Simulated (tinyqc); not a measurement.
Ferroelectric hysteresis, discrete Preisach model: one step of the calculation.

36 bistable elements (j, k) switch to +1 when V reaches u_j and to -1 when V falls to -u_k, and keep their state between. P = Ps sum w_jk s_jk. All elements start at -1. No time dependence and no dielectric part.

Problem. The voltage goes to -2 V. Rows with u_j <= V turn to +1; columns with V <= -u_k turn to -1; P = Ps sum w s.

Parameters, values chosen for the exercise: saturation polarisation Ps = 29 uC/cm^2; list of the u_j up = [0.2, 0.6, 1, 1.4, 1.8, 2.2] V.

states after step 1:

|  | d=-0.2 | d=-0.6 | d=-1 | d=-1.4 | d=-1.8 | d=-2.2 |
|---|---|---|---|---|---|---|
| u=0.2 | 1 | 1 | 1 | 1 | 1 | 1 |
| u=0.6 | 1 | 1 | 1 | 1 | 1 | 1 |
| u=1 | 1 | 1 | 1 | 1 | 1 | 1 |
| u=1.4 | 1 | 1 | 1 | 1 | 1 | 1 |
| u=1.8 | 1 | 1 | 1 | 1 | 1 | 1 |
| u=2.2 | 1 | 1 | 1 | 1 | 1 | 1 |

w:

|  | d=-0.2 | d=-0.6 | d=-1 | d=-1.4 | d=-1.8 | d=-2.2 |
|---|---|---|---|---|---|---|
| u=0.2 | 0.04629780 | 0.04018007 | 0.00845209 | 0.00043094 | 0.00000533 | 0.00000002 |
| u=0.6 | 0.04018007 | 0.10835734 | 0.07082871 | 0.01122183 | 0.00043094 | 0.00000401 |
| u=1 | 0.00845209 | 0.07082871 | 0.14386584 | 0.07082871 | 0.00845209 | 0.00024447 |
| u=1.4 | 0.00043094 | 0.01122183 | 0.07082871 | 0.10835734 | 0.04018007 | 0.00361132 |
| u=1.8 | 0.00000533 | 0.00043094 | 0.00845209 | 0.04018007 | 0.04629780 | 0.01293044 |
| u=2.2 | 0.00000002 | 0.00000401 | 0.00024447 | 0.00361132 | 0.01293044 | 0.01122183 |

V = -2 V

Wanted: states after step 2; P after step 2.

Solution.

states after step 2:

|  | d=-0.2 | d=-0.6 | d=-1 | d=-1.4 | d=-1.8 | d=-2.2 |
|---|---|---|---|---|---|---|
| u=0.2 | -1 | -1 | -1 | -1 | -1 | 1 |
| u=0.6 | -1 | -1 | -1 | -1 | -1 | 1 |
| u=1 | -1 | -1 | -1 | -1 | -1 | 1 |
| u=1.4 | -1 | -1 | -1 | -1 | -1 | 1 |
| u=1.8 | -1 | -1 | -1 | -1 | -1 | 1 |
| u=2.2 | -1 | -1 | -1 | -1 | -1 | 1 |

P after step 2 = -27.375 uC/cm^2

Program tinyqc, `OMP_NUM_THREADS=1 python tinyqc.py 2860113 2860114 out.jsonl`; Intel Xeon 2.30GHz, shared host, one thread, about 0.01 s.
